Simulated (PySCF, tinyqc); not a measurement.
Inside a calculation. Method: LCCD on RHF in the sto-6g basis, for H4, spin multiplicity 1. The lowest restricted solution is unstable here: a spin-polarised one lies 0.0655 hartree lower (PySCF). Computed by tinyqc, a small Python program that keeps every step (integrals from PySCF). Settings: charge = 0, multiplicity = 1, basis = sto-6g, method = RHF, energy threshold = 1e-10, iteration cap = 66, orthogonalisation = canonical, start = core, DIIS depth = 6, amplitude equations = LCCD, DIIS depth for amplitudes = 6, cap on updates = 84. Command: `OMP_NUM_THREADS=1 python tinyqc.py 25177 25178 out.jsonl` (the two numbers bound the seeds that draw the settings). One thread of a shared host (Intel(R) Xeon(R) Processor @ 2.60GHz), about 0.1 s of CPU time with the checks. Later iterations appear only in the table of the cycle.

## One-electron integrals

Geometry (angstrom):
```
atom       x       y       z
H     0.0000  0.0000  0.0000
H     0.0000  0.0000  1.0400
H     0.0000  0.9590  0.0000
H     0.0000  0.9590  1.0400
```

Basis sto-6g: exponents (1/bohr^2) and contraction coefficients of normalised primitives:
```
element  l (shell)  exponent  coefficient
H            s (1)   35.5232       0.0092
H            s (1)    6.5131       0.0494
H            s (1)    1.8221       0.1685
H            s (1)    0.6260       0.3706
H            s (1)    0.2431       0.4165
H            s (1)    0.1001       0.1303
```

Overlap, kinetic and nuclear-attraction integrals over the contracted functions; the nuclear repulsion is the sum of Za Zb / Rab.

nuclear repulsion = 2.869381 hartree

overlap S:
```
        1H 1s   2H 1s   3H 1s   4H 1s
1H 1s  1.0000  0.4735  0.5211  0.2899
2H 1s  0.4735  1.0000  0.2899  0.5211
3H 1s  0.5211  0.2899  1.0000  0.4735
4H 1s  0.2899  0.5211  0.4735  1.0000
```

kinetic energy T (hartree):
```
        1H 1s   2H 1s   3H 1s   4H 1s
1H 1s  0.7685  0.0980  0.1271  0.0182
2H 1s  0.0980  0.7685  0.0182  0.1271
3H 1s  0.1271  0.0182  0.7685  0.0980
4H 1s  0.0182  0.1271  0.0980  0.7685
```

nuclear attraction V (hartree):
```
         1H 1s    2H 1s    3H 1s    4H 1s
1H 1s  -2.6387  -1.1859  -1.3167  -0.7355
2H 1s  -1.1859  -2.6387  -0.7355  -1.3167
3H 1s  -1.3167  -0.7355  -2.6387  -1.1859
4H 1s  -0.7355  -1.3167  -1.1859  -2.6387
```

core Hamiltonian H = T + V (hartree):
```
         1H 1s    2H 1s    3H 1s    4H 1s
1H 1s  -1.8702  -1.0879  -1.1896  -0.7173
2H 1s  -1.0879  -1.8702  -0.7173  -1.1896
3H 1s  -1.1896  -0.7173  -1.8702  -1.0879
4H 1s  -0.7173  -1.1896  -1.0879  -1.8702
```

## Two-electron integrals

Functions are numbered as in S; the eight-fold symmetry (ij|kl) = (ji|kl) = (kl|ij) leaves the list below.

Two-electron integrals (ij|kl) in chemists' order, unique and non-zero (hartree):
```
(11|11) 0.7750   (21|11) 0.2914   (21|21) 0.1421   (22|11) 0.4652
(22|21) 0.2914   (22|22) 0.7750   (31|11) 0.3287   (31|21) 0.1312
(31|22) 0.2210   (31|31) 0.1756   (32|11) 0.1527   (32|21) 0.0762
(32|22) 0.1592   (32|31) 0.0835   (32|32) 0.0486   (33|11) 0.4916
(33|21) 0.2073   (33|22) 0.3643   (33|31) 0.3287   (33|32) 0.1592
(33|33) 0.7750   (41|11) 0.1592   (41|21) 0.0762   (41|22) 0.1527
(41|31) 0.0835   (41|32) 0.0481   (41|33) 0.1527   (41|41) 0.0486
(42|11) 0.2210   (42|21) 0.1312   (42|22) 0.3287   (42|31) 0.1189
(42|32) 0.0835   (42|33) 0.2210   (42|41) 0.0835   (42|42) 0.1756
(43|11) 0.2073   (43|21) 0.1019   (43|22) 0.2073   (43|31) 0.1312
(43|32) 0.0762   (43|33) 0.2914   (43|41) 0.0762   (43|42) 0.1312
(43|43) 0.1421   (44|11) 0.3643   (44|21) 0.2073   (44|22) 0.4916
(44|31) 0.2210   (44|32) 0.1527   (44|33) 0.4652   (44|41) 0.1592
(44|42) 0.3287   (44|43) 0.2914   (44|44) 0.7750
```

## Orthogonalisation

S = U s U^T; canonical form X = U s^(-1/2), so that X^T S X = 1. Each column of U has its largest component positive (the first on a tie).

eigenvalues of S: 0.2952  0.6625  0.7577  2.2846

X:
```
             1        2        3       4
1H 1s   0.9202   0.6143   0.5744  0.3308
2H 1s  -0.9202   0.6143  -0.5744  0.3308
3H 1s  -0.9202  -0.6143   0.5744  0.3308
4H 1s   0.9202  -0.6143  -0.5744  0.3308
```

## Starting guess

The start is the orbitals of the core Hamiltonian; D = 2 C_occ C_occ^T.

D at the start:
```
         1H 1s    2H 1s    3H 1s    4H 1s
1H 1s   0.8787  -0.4410   0.8787  -0.4410
2H 1s  -0.4410   0.8787  -0.4410   0.8787
3H 1s   0.8787  -0.4410   0.8787  -0.4410
4H 1s  -0.4410   0.8787  -0.4410   0.8787
```

## Iteration 1: building the Fock matrix

J_ij = sum D_kl (ij|kl), K_ij = sum D_kl (ik|jl); F = H + J - 0.5 K; E = tr D H + tr D J / 2 - 0.25 tr D K + E_nn.

Coulomb J (hartree):
```
        1H 1s   2H 1s   3H 1s   4H 1s
1H 1s  2.0930  0.9882  1.1050  0.6218
2H 1s  0.9882  2.0930  0.6218  1.1050
3H 1s  1.1050  0.6218  2.0930  0.9882
4H 1s  0.6218  1.1050  0.9882  2.0930
```

exchange K (hartree):
```
        1H 1s   2H 1s   3H 1s   4H 1s
1H 1s  1.1277  0.5542  0.9229  0.4799
2H 1s  0.5542  1.1277  0.4799  0.9229
3H 1s  0.9229  0.4799  1.1277  0.5542
4H 1s  0.4799  0.9229  0.5542  1.1277
```

Fock matrix F (hartree):
```
         1H 1s    2H 1s    3H 1s    4H 1s
1H 1s  -0.3411  -0.3769  -0.5460  -0.3355
2H 1s  -0.3769  -0.3411  -0.3355  -0.5460
3H 1s  -0.5460  -0.3355  -0.3411  -0.3769
4H 1s  -0.3355  -0.5460  -0.3769  -0.3411
```

total energy of this density = -1.846606 hartree

## Iteration 1: diagonalisation and new density

Diagonalise F' = X^T F X, C = X C', fill 2 alpha and 2 beta electrons from the bottom; D = 2 C_occ C_occ^T. Each column has its largest component positive (the first on a tie).

F' = X^T F X (hartree):
```
        1       2        3        4
1  0.8346  0.0000   0.0000   0.0000
2  0.0000  0.2469   0.0000   0.0000
3  0.0000  0.0000  -0.2306   0.0000
4  0.0000  0.0000   0.0000  -0.7001
```

orbital energies (hartree): MO1 -0.7001, MO2 -0.2306, MO3 0.2469, MO4 0.8346

coefficients C:
```
          MO1      MO2      MO3      MO4
1H 1s  0.3308   0.5744   0.6143   0.9202
2H 1s  0.3308  -0.5744   0.6143  -0.9202
3H 1s  0.3308   0.5744  -0.6143  -0.9202
4H 1s  0.3308  -0.5744  -0.6143   0.9202
```

D after iteration 1:
```
         1H 1s    2H 1s    3H 1s    4H 1s
1H 1s   0.8787  -0.4410   0.8787  -0.4410
2H 1s  -0.4410   0.8787  -0.4410   0.8787
3H 1s   0.8787  -0.4410   0.8787  -0.4410
4H 1s  -0.4410   0.8787  -0.4410   0.8787
```

## Iteration 2 (converged): orbitals

converged F (hartree):
```
         1H 1s    2H 1s    3H 1s    4H 1s
1H 1s  -0.3411  -0.3769  -0.5460  -0.3355
2H 1s  -0.3769  -0.3411  -0.3355  -0.5460
3H 1s  -0.5460  -0.3355  -0.3411  -0.3769
4H 1s  -0.3355  -0.5460  -0.3769  -0.3411
```

As before.

F' = X^T F X (hartree):
```
        1       2        3        4
1  0.8346  0.0000   0.0000   0.0000
2  0.0000  0.2469   0.0000   0.0000
3  0.0000  0.0000  -0.2306   0.0000
4  0.0000  0.0000   0.0000  -0.7001
```

orbital energies (hartree): MO1 -0.7001, MO2 -0.2306, MO3 0.2469, MO4 0.8346

coefficients C:
```
          MO1      MO2      MO3      MO4
1H 1s  0.3308   0.5744   0.6143   0.9202
2H 1s  0.3308  -0.5744   0.6143  -0.9202
3H 1s  0.3308   0.5744  -0.6143  -0.9202
4H 1s  0.3308  -0.5744  -0.6143   0.9202
```

D after iteration 2:
```
         1H 1s    2H 1s    3H 1s    4H 1s
1H 1s   0.8787  -0.4410   0.8787  -0.4410
2H 1s  -0.4410   0.8787  -0.4410   0.8787
3H 1s   0.8787  -0.4410   0.8787  -0.4410
4H 1s  -0.4410   0.8787  -0.4410   0.8787
```

## Convergence

Stop when the energy changes by less than 1e-10 hartree and every element of the error matrix X^T (F D S - S D F) X is below 3e-06.

Course of the cycle:
```
iteration  E (hartree)    change  largest element of the error matrix
1            -1.846606         -                             4.19e-15
2            -1.846606  8.88e-16                             2.15e-15
```

PySCF RHF in the same basis = -1.846606 hartree

Converged in 2 iterations.

## Populations, bond orders and dipole

Mulliken: Z minus the diagonal of D S on the atom; Loewdin: the same with S^(1/2) D S^(1/2); Mayer order: 2 sum_s sum (D(s) S)_ij (D(s) S)_ji over the two atoms.

Charges (e):
```
atom  Mulliken  Loewdin
1H           0        0
2H           0        0
3H           0        0
4H           0        0
```

Mayer bond orders:
```
pair   order
2-1        0
3-1   1.0000
3-2        0
4-1        0
4-2   1.0000
4-3        0
```

dipole moment about the origin, x y z (debye): 0.0000  0.0000  0.0000

## Integrals over molecular orbitals

(pq|rs) = sum C_ip C_jq C_kr C_ls (ij|kl), one index at a time.

one-electron integrals over orbitals h = C^T H C (hartree):
```
         1        2        3        4
1  -2.1295   0.0000   0.0000   0.0000
2   0.0000  -1.6557   0.0000   0.0000
3   0.0000   0.0000  -1.5867   0.0000
4   0.0000   0.0000   0.0000  -1.0503
```

Two-electron integrals over orbitals (pq|rs), unique and non-zero (hartree):
```
(11|11) 0.5334   (21|21) 0.1418   (22|11) 0.5189   (22|22) 0.5290
(31|31) 0.1324   (32|32) 0.0783   (33|11) 0.5168   (33|22) 0.5054
(33|33) 0.5256   (41|32) 0.0780   (41|41) 0.0777   (42|31) 0.1306
(42|42) 0.1433   (43|21) 0.1391   (43|43) 0.1527   (44|11) 0.5228
(44|22) 0.5301   (44|33) 0.5296   (44|44) 0.5537
```

## LCCD: starting amplitudes

t_ij^ab = <ij||ab> / (e_i + e_j - e_a - e_b), whose energy is MP2.

Starting amplitudes (spin orbitals 1a, 1b, ...; amplitudes related by a flip of all spins are not repeated):
```
from      to        t
2a 2b  3a 3b  -0.0820
1a 1b  3a 3b  -0.0699
2a 2b  4a 4b  -0.0673
1a 2b  3a 4b  -0.0649
1a 2b  3b 4a   0.0388
1a 2a  3a 4a  -0.0261
1a 1b  4a 4b  -0.0253
```

correlation energy = -0.053026 hartree

## LCCD: amplitude update 1

t_ij^ab D_ij^ab are set to the remaining terms of the spin-orbital equations, evaluated with the old amplitudes; for the doubles these are <ij||ab> + 1/2 <ab||ef> t_ij^ef + 1/2 <mn||ij> t_mn^ab + P(ij)P(ab) <mb||ej> t_im^ae, D the orbital-energy denominators (linear CCD).

Amplitudes after update 1 (spin orbitals 1a, 1b, ...; amplitudes related by a flip of all spins are not repeated):
```
from      to        t
2a 2b  3a 3b  -0.1586
1a 1b  3a 3b  -0.0918
1a 2b  3a 4b  -0.0879
2a 2b  4a 4b  -0.0858
1a 2b  3b 4a   0.0608
1a 1b  4a 4b  -0.0345
1a 2a  3a 4a  -0.0271
```

correlation energy = -0.074823 hartree

## LCCD: convergence

E_corr = 1/4 sum <ij||ab> t_ij^ab; stop when the norm of the change is below 1e-8.

Course of the amplitude iterations:
```
update  correlation energy (hartree)  norm of the change
0                          -0.053026                   -
1                          -0.074823            1.88e-01
2                          -0.086401            1.45e-01
3                          -0.111661            1.26e-01
4                          -0.143053            9.38e-02
5                          -0.165049            3.98e-02
6                          -0.166123            2.82e-03
7                          -0.166118            5.24e-05
8                          -0.166118            1.56e-06
9                          -0.166118            1.15e-07
10                         -0.166118            3.12e-11
```

Converged amplitudes (spin orbitals 1a, 1b, ...; amplitudes related by a flip of all spins are not repeated):
```
from      to        t
2a 2b  3a 3b  -1.1941
1a 2b  3a 4b  -0.1985
1a 2a  3a 4a  -0.1081
1a 2b  3b 4a   0.0904
1a 1b  4a 4b  -0.0776
1a 1b  3a 3b   0.0421
2a 2b  4a 4b   0.0361
```

LCCD total energy = -2.012724 hartree

Converged in 10 updates, with DIIS from the third.
